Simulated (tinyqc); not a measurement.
# Surface potential of a MOS transistor: implicit equation and explicit approximations: what changes with what

p-type body, charge-sheet picture, depletion and inversion only, full ionisation (an idealisation for deep acceptors), Boltzmann statistics (rough once Na exp(x - xn) passes about Nc/7). In units of Vt: xg = (Vg - Vfb)/Vt, x = psi/Vt, G = gamma/sqrt(Vt), xn = (2 phiF + Vc)/Vt. The implicit equation is (xg - x)^2 = G^2 [x - 1 + exp(x - xn)] for x above about 3. Cox = eps0 eox/tox.

Values chosen for this exercise; band and dielectric values close to those of germanium:
- T = 300 K (temperature)
- Eg = 0.65 eV (band gap)
- eps_r = 15.7 (relative permittivity)
- Nc = 1.06e19 cm^-3 (conduction-band density of states at T)
- Nv = 6.09e18 cm^-3 (valence-band density of states at T)
- eox = 7.39 (relative permittivity of the gate insulator (close to silicon nitride))
- tox = 2.3 nm (insulator thickness)
- Na = 1.8e17 cm^-3 (acceptor density)
- Vfb = -0.79 V (flat-band voltage)
- Vc = 1 V (channel-body voltage)
- Vg = 1.54 V (gate-body voltage)

Constants: q = 1.602176634e-19 C, kB = 1.380649e-23 J/K, Vt = kB T/q, eps0 = 8.8541878128e-14 F/cm where lengths are in cm. Results are converted to the units shown.

Each table varies one quantity; the others keep the values above.

## Accuracy of the approximations against gate voltage

ni = sqrt(Nc Nv) exp(-Eg/(2 Vt)), Eg in volts; phiF = Vt ln(Na/ni); gamma = sqrt(2 q eps0 eps_r Na)/Cox; VT = Vfb + Vt (xn + G sqrt(xn - 1)). Depletion value a = 1 + [sqrt(G^2/4 + xg - 1) - G/2]^2; inversion value b = xn + ln[(xg - xn)^2/G^2 - xn + 1] and first guess y = min(a, b) - ln(1 + exp(-|a - b|)) if a > xn + 1, else b = y = a; one second-order correction with D = exp(y - xn), p = 2 (xg - y) + G^2 (1 + D), w = (xg - y)^2 - G^2 (y - 1 + D): z = y + 2 w/(p + sqrt(p^2 - 2 (2 - G^2 D) w)), or the Newton step z = y + w/p where the root is not real. N_inv = (Cox Vt G/q) [sqrt(x - 1 + exp(x - xn)) - sqrt(x - 1)] at the root. Lambert form (Cox m Vt/q) W0[(G/(2 m sqrt(xn - 1))) exp((Vg - VT)/(m Vt))], m = 1 + G/(2 sqrt(xn - 1)). Errors under 1e-4 mV, and the linear form below VT, are printed as 0.

Accuracy of the approximations against gate voltage:
```
Vg (V),psi (V),x - xn,error of y (mV),error of z (mV),N_inv (cm^-2),Cox (Vg - VT)/q (cm^-2),Lambert form (cm^-2)
0.38,1.0684,-14.901,0,0,7554.8,0,6160.8
0.58,1.2595,-7.5100,6.07e-4,0,1.1263e7,0,1.0355e7
0.78,1.4503,-0.12899,0.906,0,1.6758e10,0,1.6803e10
0.98,1.5712,4.5490,27.7,9.22,1.3329e12,3.5064e12,1.4399e12
1.18,1.6111,6.0907,20.7,6.02,4.1484e12,7.0576e12,4.4515e12
1.38,1.6337,6.9668,15.7,-2.05,7.2817e12,1.0609e13,7.7384e12
1.58,1.6496,7.5825,12.8,-0.875,1.0539e13,1.4160e13,1.1116e13
1.78,1.6619,8.0573,10.9,-0.479,1.3864e13,1.7711e13,1.4539e13
1.98,1.6719,8.4435,9.51,-0.298,1.7231e13,2.1263e13,1.7989e13
```

Read the table: what changes, and by how much?

psi rises from 1.07 to 1.67 V and ends 8.4 Vt above 2 phiF + Vc. Among the rows the first guess is off by at most 28 mV (at Vg = 0.98 V) and the corrected value by at most 9.2 mV. In the last row the linear form is 23 % above N_inv and the Lambert form 4.4 % above it; in the first row the Lambert form is 18 % below it. For Vg = 0.98, 1.18, 1.38, 1.58, 1.78, 1.98 the electron quasi-Fermi level lies less than 2 Vt below the band edge at the surface, or above it, where degeneracy and confinement, left out, matter.

## Effect of the channel-body voltage at fixed gate voltage

Same model as above.

Result of one run:
```
Vc (V),psi (V),x - xn,error of y (mV),error of z (mV),N_inv (cm^-2),Cox (Vg - VT)/q (cm^-2),Lambert form (cm^-2)
0.8,1.4597,7.9731,11.2,-0.531,1.3337e13,1.7155e13,1.4026e13
```

What becomes of these results when the channel-body voltage Vc is changed from 0.8 to 0.4 V, all else the same?

Result of the changed run:
```
Vc (V),psi (V),x - xn,error of y (mV),error of z (mV),N_inv (cm^-2),Cox (Vg - VT)/q (cm^-2),Lambert form (cm^-2)
0.4,1.0788,8.7114,8.63,-0.214,2.0403e13,2.4608e13,2.1342e13
```

The whole series:
```
Vc (V),psi (V),x - xn,error of y (mV),error of z (mV),N_inv (cm^-2),Cox (Vg - VT)/q (cm^-2),Lambert form (cm^-2)
0,0.69282,9.2534,7.08,-0.111,2.7627e13,3.2162e13,2.8845e13
0.2,0.88627,9.0003,7.77,-0.151,2.3996e13,2.8367e13,2.5065e13
0.4,1.0788,8.7114,8.63,-0.214,2.0403e13,2.4608e13,2.1342e13
0.6,1.2701,8.3752,9.73,-0.322,1.6848e13,2.0873e13,1.7663e13
0.8,1.4597,7.9731,11.2,-0.531,1.3337e13,1.7155e13,1.4026e13
1,1.6468,7.4730,13.3,-1.01,9.8812e12,1.3450e13,1.0436e13
1.2,1.8297,6.8109,16.6,-2.66,6.5103e12,9.7556e12,6.9148e12
1.4,2.0041,5.8233,22.7,6.99,3.3003e12,6.0698e12,3.5277e12
```

As Vc goes from 0 to 1.4, psi rises from 0.693 to 2.00 V, x - xn falls from 9.25 to 5.82 and N_inv falls from 2.76e13 to 3.30e12 cm^-2. The Lambert form lies between 1.04 and 1.07 times N_inv. In every row the electron quasi-Fermi level lies less than 2 Vt below the band edge at the surface, or above it, where degeneracy and confinement, left out, matter.

Numbers from tinyqc (`OMP_NUM_THREADS=1 python tinyqc.py 2122198 2122199 out.jsonl`; about 0.01 s on one thread of a shared Intel Xeon 2.30GHz).
